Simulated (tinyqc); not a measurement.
Band edges of strained Si(1-x)Ge(x) on relaxed Si(1-y)Ge(y): one step. Strain of the layer on a (111) buffer. Four cases, with inputs chosen for the exercise.

Task: Use the elastic constants of the layer.

Coherent growth on a (111) face: e_par = (a(y) - a(x))/a(x), e_perp = -(2 C11 + 4 C12 - 4 C44)/(C11 + 2 C12 + 4 C44) e_par; exx = eyy = ezz = (2 e_par + e_perp)/3 and exy = eyz = ezx = (e_perp - e_par)/3.

Case 1.

Values chosen (out of a larger set: end members near Si and Ge, in this order; not measured data): face = 111 (growth face).

Interpolated values (a in angstrom, C11, C12, C44 in GPa, all else in eV):

| symbol | layer | buffer |
|---|---|---|
| a | 5.426000 | 5.521477 |
| Dso | 0.044000 | 0.148060 |
| av | 2.470000 | 1.941100 |
| b | -2.110000 | -2.299200 |
| d | -4.850000 | -5.060700 |
| C11 | 166.200000 | 149.946000 |
| C12 | 64.300000 | 57.377000 |
| C44 | 78.700000 | 73.540000 |
| Ev | 0.000000 | 0.309600 |
| ED | 1.174000 | 1.013202 |
| EL | 2.048000 | 1.491150 |
| aD | 1.820000 | 1.600700 |
| aL | -3.420000 | -3.084600 |
| XuD | 9.010000 | 9.190600 |
| XuL | 15.550000 | 15.395200 |

Case 2.

Values chosen (out of a larger set: end members near Si and Ge, in this order; not measured data): face = 111 (growth face).

Interpolated values (a in angstrom, C11, C12, C44 in GPa, all else in eV):

| symbol | layer | buffer |
|---|---|---|
| a | 5.537360 | 5.619440 |
| Dso | 0.161600 | 0.249800 |
| av | 1.868400 | 1.447200 |
| b | -2.291200 | -2.449600 |
| d | -5.000800 | -5.166400 |
| C11 | 149.232000 | 136.056000 |
| C12 | 56.232000 | 51.156000 |
| C44 | 73.732000 | 68.656000 |
| Ev | 0.312000 | 0.546000 |
| ED | 0.989990 | 0.929266 |
| EL | 1.391280 | 0.936240 |
| aD | 1.615600 | 1.424800 |
| aL | -2.942000 | -2.816000 |
| XuD | 9.537600 | 9.670800 |
| XuL | 15.248400 | 15.007200 |

Case 3.

Values chosen (out of a larger set: end members near Si and Ge, in this order; not measured data): face = 111 (growth face).

Interpolated values (a in angstrom, C11, C12, C44 in GPa, all else in eV):

| symbol | layer | buffer |
|---|---|---|
| a | 5.431000 | 5.524480 |
| Dso | 0.045000 | 0.143810 |
| av | 2.480000 | 1.979800 |
| b | -2.120000 | -2.296300 |
| d | -4.820000 | -4.996300 |
| C11 | 168.200000 | 152.415000 |
| C12 | 64.700000 | 57.853000 |
| C44 | 79.000000 | 74.203000 |
| Ev | 0.000000 | 0.254200 |
| ED | 1.147000 | 1.005115 |
| EL | 2.024000 | 1.495100 |
| aD | 1.590000 | 1.421900 |
| aL | -2.890000 | -2.869500 |
| XuD | 9.460000 | 9.328800 |
| XuL | 16.510000 | 15.866300 |

Case 4.

Values chosen (out of a larger set: end members near Si and Ge, in this order; not measured data): face = 111 (growth face).

Interpolated values (a in angstrom, C11, C12, C44 in GPa, all else in eV):

| symbol | layer | buffer |
|---|---|---|
| a | 5.556200 | 5.433000 |
| Dso | 0.180950 | 0.044000 |
| av | 1.792500 | 2.480000 |
| b | -2.332000 | -2.090000 |
| d | -5.089500 | -4.820000 |
| C11 | 145.080000 | 165.100000 |
| C12 | 55.340000 | 64.800000 |
| C44 | 72.660000 | 79.700000 |
| Ev | 0.341000 | 0.000000 |
| ED | 0.981615 | 1.169000 |
| EL | 1.314400 | 2.025000 |
| aD | 1.437000 | 1.690000 |
| aL | -3.100500 | -3.370000 |
| XuD | 9.358500 | 9.100000 |
| XuL | 15.419500 | 15.920000 |

Give: e_par; e_perp; strain tensor in the cubic axes.

Result:

Case 1.

e_par = 0.017596
e_perp = -0.007932

strain tensor in the cubic axes:
```
           x          y          z
x   0.009087  -0.008509  -0.008509
y  -0.008509   0.009087  -0.008509
z  -0.008509  -0.008509   0.009087
```

The layer is under tension in the plane; its volume changes by +2.726 %.

Case 2.

e_par = 0.014823
e_perp = -0.006084

strain tensor in the cubic axes:
```
           x          y          z
x   0.007854  -0.006969  -0.006969
y  -0.006969   0.007854  -0.006969
z  -0.006969  -0.006969   0.007854
```

The layer is under tension in the plane; its volume changes by +2.356 %.

Case 3.

e_par = 0.017212
e_perp = -0.007832

strain tensor in the cubic axes:
```
           x          y          z
x   0.008864  -0.008348  -0.008348
y  -0.008348   0.008864  -0.008348
z  -0.008348  -0.008348   0.008864
```

The layer is under tension in the plane; its volume changes by +2.659 %.

Case 4.

e_par = -0.022173
e_perp = 0.008964

strain tensor in the cubic axes:
```
           x          y          z
x  -0.011794   0.010379   0.010379
y   0.010379  -0.011794   0.010379
z   0.010379   0.010379  -0.011794
```

The layer is under compression in the plane; its volume changes by -3.538 %.

Computed by tinyqc, one run a case: `OMP_NUM_THREADS=1 python tinyqc.py N N+1 out.jsonl` with N = 1051028, 1051143, 1051377, 1080141; one thread of a shared Intel(R) Xeon(R) Processor @ 2.30GHz, about 0.02 s a run at most.
